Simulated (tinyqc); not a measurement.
Inside a calculation. Method: coupled-perturbed Hartree-Fock on RHF in the 3-21g basis, for H3-, spin multiplicity 1. The basis has no diffuse functions, so it cannot describe the extra electron: this is an exercise in the method, not the real anion. One step of it, computed by the program tinyqc.

Question. Iteration 7 (converged): orbitals. Diagonalise F' = X^T F X, C = X C', fill 2 alpha and 2 beta electrons from the bottom; D = 2 C_occ C_occ^T. Each column has its largest component positive (the first on a tie).

converged F (hartree), order 1H 1s, 1H 2s, 2H 1s, 2H 2s, 3H 1s, 3H 2s:
```
[[0.587935, -0.187088, -0.213160, -0.210485, -0.213160, -0.210485],
 [-0.187088, -0.052372, -0.213338, -0.135853, -0.213338, -0.135853],
 [-0.213160, -0.213338, 0.587847, -0.206316, 0.018044, -0.031392],
 [-0.210485, -0.135853, -0.206316, -0.025492, -0.031392, -0.072760],
 [-0.213160, -0.213338, 0.018044, -0.031392, 0.587847, -0.206316],
 [-0.210485, -0.135853, -0.031392, -0.072760, -0.206316, -0.025492]]
```

X, order 1H 1s, 1H 2s, 2H 1s, 2H 2s, 3H 1s, 3H 2s:
```
[[-0.786019, 0.000000, 0.861073, 0.699958, 0.000000, 0.243164],
 [2.054720, 0.000000, -0.550832, 0.235146, 0.000000, 0.346547],
 [0.381978, -0.852882, 0.694147, -0.463186, 0.420382, 0.177531],
 [-1.258499, 0.946602, -0.507878, -0.167213, 0.378761, 0.260847],
 [0.381978, 0.852882, 0.694147, -0.463186, -0.420382, 0.177531],
 [-1.258499, -0.946602, -0.507878, -0.167213, -0.378761, 0.260847]]
```

Give: F' = X^T F X; orbital energies; coefficients C; D after iteration 7.

Answer.

F' = X^T F X (hartree):
```
[[1.228, 0.000, -0.090, -0.498, 0.000, 0.009],
 [0.000, 1.479, 0.000, 0.000, -0.401, 0.000],
 [-0.090, 0.000, 1.499, -0.065, 0.000, 0.081],
 [-0.498, 0.000, -0.065, 0.894, 0.000, 0.005],
 [0.000, -0.401, 0.000, 0.000, 0.104, 0.000],
 [0.009, 0.000, 0.081, 0.005, 0.000, -0.214]]
```

orbital energies (hartree): [-0.218, -0.005, 0.524, 1.500, 1.587, 1.600]

coefficients C, order 1H 1s, 1H 2s, 2H 1s, 2H 2s, 3H 1s, 3H 2s:
```
[[0.203, 0.000, 0.202, 0.400, 0.000, -1.291],
 [0.340, 0.000, 1.338, -0.059, 0.000, 1.671],
 [0.145, 0.183, -0.072, 0.880, 0.933, 0.272],
 [0.305, 0.613, -0.916, -0.714, -0.815, -0.703],
 [0.145, -0.183, -0.072, 0.880, -0.933, 0.272],
 [0.305, -0.613, -0.916, -0.714, 0.815, -0.703]]
```

D after iteration 7, order 1H 1s, 1H 2s, 2H 1s, 2H 2s, 3H 1s, 3H 2s:
```
[[0.082, 0.138, 0.059, 0.124, 0.059, 0.124],
 [0.138, 0.232, 0.099, 0.208, 0.099, 0.208],
 [0.059, 0.099, 0.109, 0.313, -0.025, -0.136],
 [0.124, 0.208, 0.313, 0.937, -0.136, -0.564],
 [0.059, 0.099, -0.025, -0.136, 0.109, 0.313],
 [0.124, 0.208, -0.136, -0.564, 0.313, 0.937]]
```
